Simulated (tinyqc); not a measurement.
Worked calculation: tight binding, honeycomb lattice. One step of it, computed by the program tinyqc.

Problem. Levels at k. Diagonalise the Hermitian matrix.

H(k) at k (eV), order A, B:
```
[[1.650105, -3.069297-0.654909i],
 [-3.069297+0.654909i, -1.509895]]
```

Give: eigenvalues; weights |c|^2 of the basis functions.

Solution.

eigenvalues (eV): [-3.4436, 3.5838]

weights |c|^2 of the basis functions, order A, B:
```
[[0.2752, 0.7248],
 [0.7248, 0.2752]]
```
